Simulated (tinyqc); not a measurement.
Against voltage: leakage through a gate insulator: direct, Fowler-Nordheim, trap-assisted and Poole-Frenkel currents. Computed by tinyqc, a small Python program. Command: `OMP_NUM_THREADS=1 python tinyqc.py 3000736 3000737 out.jsonl oxideleak walk`. One thread of a shared host (Intel(R) Xeon(R) Processor @ 2.30GHz), about 0.01 s of CPU time with the checks.

Electrons enter from the cathode Fermi level at x = 0; the conduction band of the insulator lies phi_b - e F x above it, F = V/t. WKB exponents use a parabolic band with mass m.

Inputs (values chosen for the exercise, with an insulator like SiO2):

| quantity | value | unit |
|---|---|---|
| thickness t | 4 | nm |
| barrier phi_b | 3.02 | eV |
| tunnelling mass m | 0.39 | m_0 |
| static constant eps_ox | 3.76 | - |
| trap depth phi_t | 1.6 | eV |
| trap density N_t | 7.4e+18 | cm^-3 |
| attempt rate nu_0 | 7e+12 | 1/s |
| activation of capture E_a | 0.13 | eV |
| temperature T | 250 | K |

Constants: e = 1.602176634e-19 C; hbar = 1.054571817e-34 J s; hbar^2/(2 m_0) = 3.80998212 eV angstrom^2; k_B = 8.617333262e-05 eV/K.

Method:
- For a level a distance phi(x) below the band, the WKB exponent is 2 int kappa dx with kappa = sqrt(m phi/(hbar^2/2m_0)); for a linear barrier from phi_1 down to phi_2 = max(phi_1 - e F d, 0) it is G = (4/3) sqrt(m/(hbar^2/2m_0)) (phi_1^(3/2) - phi_2^(3/2))/(e F).
- J_tun = e^3 F^2/(16 pi^2 hbar m phi_b) x exp(-G) / [1 - sqrt(phi_2/phi_b)]^2 with the free-electron mass in the cathode (m in m_0), phi_2 = max(phi_b - e V, 0): direct tunnelling for e V < phi_b, Fowler-Nordheim above. Image forces, back-flow and the limit on supply are left out, so J_tun is overstated below about 0.5 V.
- A trap at depth x lies phi_t below the band. Capture: tunnel at the cathode Fermi level from 0 to x (G_in from phi_1 = phi_b), rate nu_0 exp(-G_in - E_c/k_B T) with E_c = E_a + max(phi_b - phi_t - e F x, 0), the last term being the height of the trap above the cathode Fermi level. Emission: tunnel from the trap level to the anode (G_out from phi_1 = phi_t over t - x), rate nu_0 exp(-G_out - E_a/k_B T). Re-emission to the cathode follows from detailed balance, rate_back = rate_in exp(dE/k_B T) with dE = phi_b - phi_t - e F x. Each trap passes R = rate_in rate_out/(rate_in + rate_back + rate_out) electrons per second; filling from the anode is left out.
- J_TAT = e N_t int_0^t R dx by the midpoint rule on 400 intervals; the most effective depth is the midpoint with the largest R, rounded to 0.01 nm.

Currents:

| V (V) | F (MV/cm) | J_tun (A/cm^2) | J_TAT (A/cm^2) | best depth (nm) |
|---|---|---|---|---|
| 0.48 | 1.200 | 8.1258e-11 | 1.4560e-30 | 1.70 |
| 0.97 | 2.425 | 5.2908e-10 | 1.9390e-24 | 4.00 |
| 1.46 | 3.650 | 3.9297e-09 | 1.6011e-14 | 3.90 |
| 1.95 | 4.875 | 3.4661e-08 | 2.1647e-10 | 2.92 |
| 2.44 | 6.100 | 3.8946e-07 | 5.6497e-08 | 2.34 |
| 2.93 | 7.325 | 6.3902e-06 | 2.3092e-06 | 1.94 |
| 3.42 | 8.550 | 4.0621e-04 | 3.2717e-05 | 1.66 |
| 3.91 | 9.775 | 1.4132e-02 | 2.3941e-04 | 1.46 |
| 4.40 | 11.000 | 2.2933e-01 | 1.1260e-03 | 1.30 |

What does the comparison show, and why?

Tunnelling without traps rules in every row. Over the range J_tun grows by 9.5 decades and J_TAT by 26.9. The highest rows may lie beyond breakdown. Below about 0.5 V the formula for J_tun, which has no back-flow, overstates the current.

Extremes, crossings and ranges named in words are read from the listed rows.
